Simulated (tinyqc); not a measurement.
Worked calculation: Koster-Slater impurity in an sp3s* host. Values are carried at full precision from step to step, so a last printed digit may differ when a step is redone from the rounded ones.

sp3s* tight binding, nearest neighbours only: anion (a) at 0, cation (c) at a/4 (1,1,1), orbitals s, px, py, pz, s* on each; k in units of 2 pi/a. With phases e_j = exp(i (pi/2) k.n_j) for n = (1,1,1), (1,-1,-1), (-1,1,-1), (-1,-1,1): g0 = (e1+e2+e3+e4)/4, g1 = (e1+e2-e3-e4)/4, g2 = (e1-e2+e3-e4)/4, g3 = (e1-e2-e3+e4)/4. The diagonal holds the levels Esa, Epa, Exa (s*) and Esc, Epc, Exc. Anion-cation block: <sa|sc> = Vss g0; <sa|xc> = Vsapc g1; <xa|sc> = -Vscpa g1; <xa|xc> = Vxx g0; <xa|yc> = <ya|xc> = Vxy g3, <xa|zc> = <za|xc> = Vxy g2, <ya|zc> = <za|yc> = Vxy g1; <s*a|xc> = Vxapc g1; <xa|s*c> = -Vpaxc g1; y and z take g2 and g3 in place of g1; s-s* and s*-s* vanish.

Parameters, chosen for this exercise (out of a larger set: near a published set for GaAs; not measured data): p = (-8.385, 1.041, -2.663, 3.695, 8.592, 6.71, -6.444, 1.951, 5.066, 4.465, 5.806, 4.81, 4.835) eV (order Esa, Epa, Esc, Epc, Exa, Exc, Vss, Vxx, Vxy, Vsapc, Vscpa, Vxapc, Vpaxc); N = 6 (mesh); V = -6.6 eV (shift of the p levels).

## The gap of the host

Gaps from the top of the valence band to Gamma, to the minimum on (x,0,0) from 0.5 to 1, and to L; the smallest is Eg.

top of the valence band on the scale of the parameters = 0.0085 eV

gaps (eV): Gamma 1.5181, Delta 2.0525, L 1.6849

Eg (smallest gap of the host) = 1.5181 eV

## Where the weight lies

A defect on a cation site (c) shifts the s level there by Vs or the three p levels by Vp and leaves the rest. A level in the gap solves 1/Vs = G_s(E) (symmetry A1) or 1/Vp = G_p(E) (T2, threefold), with G(E) = (1/N^3) sum over k and bands of w/(E - e), where w is the weight of the state on the s orbital of that site, or the mean weight on its px, py, pz. Mesh: k = f1 (-1,1,1) + f2 (1,-1,1) + f3 (1,1,-1), f = (j + 1/2)/N, j = 0 to N - 1. Energies from the top of the valence band at Gamma; the s* orbital of the site is left as it is. An infinite shift removes the s or p orbitals, the model of the ideal vacancy: G(E) = 0.

For each band: mean energy over the mesh and summed weights; each column of weights adds to one.

Bands:
```
band  mean energy (eV)  s weight  p weight
1              -10.889    0.1527    0.0197
2               -6.166    0.3759    0.0284
3               -2.267    0.0077    0.1157
4               -1.797    0.0026    0.1114
5                2.176    0.2534    0.1038
6                3.011    0.1555    0.0932
7                6.518    0.0002    0.2191
8                6.938    0.0002    0.2077
9                9.478    0.0489    0.0069
10              11.375    0.0030    0.0942
```

The filled bands hold 0.539 of the s orbital and 0.275 of each p orbital of the cation. Filled states add positive terms to G in the gap and empty ones negative terms.

## Green functions across the gap

G at nine energies E = Eg j/8.

G(E) (1/eV):
```
E (eV)       G_s       G_p
0.0000  -0.09873  -0.00495
0.1898  -0.11776  -0.03662
0.3795  -0.13965  -0.06007
0.5693  -0.16563  -0.08211
0.7590  -0.19754  -0.10484
0.9488  -0.23831  -0.13009
1.1386  -0.29321  -0.16033
1.3283  -0.37312  -0.20006
1.5181  -0.50677  -0.26003
```

Both fall with E, as dG/dE = -sum w/(E - e)^2 demands. G_s keeps its sign, so the vacancy has no level of this symmetry in the gap. G_p keeps its sign, so the vacancy has no level of this symmetry in the gap on this mesh; it nearly vanishes at an edge, where a finer mesh may put a level.

## A first estimate from the table

A defect that shifts the p level of its cation site by V has a level where the host Green function G_p(E) equals 1/V; E is counted from the top of the valence band. Find it by linear interpolation between the two rows that bracket it.

1/V = -0.15152 1/eV
estimated level = 1.083 eV

## The level and its weight on the defect

Solve by bisection with the full sum. The weight of the bound state on the shifted orbital is G^2/(-G'), which is also dE/dV.

level = 1.0875 eV
G'(E) = -0.16710 1/eV^2
weight on the defect orbital = 0.1374

The level lies 1.088 eV above the valence band and 0.431 eV below the conduction band. Only 13.7 % of it sits on the shifted orbital, the rest on other orbitals, so a shift of 1 eV moves the level by about 137 meV.

## Checks

- Sum of the s weights over all bands against one: both 1.00000.
- First moment of the s weights against the s level of the site, on the scale of the parameters: both -2.66300.

Computed by tinyqc, a small Python program: `OMP_NUM_THREADS=1 python tinyqc.py 1481040 1481041 out.jsonl` (the numbers bound the seed that draws the inputs); one thread of a shared host (Intel(R) Xeon(R) Processor @ 2.30GHz), about 0.08 s for the whole set of steps.
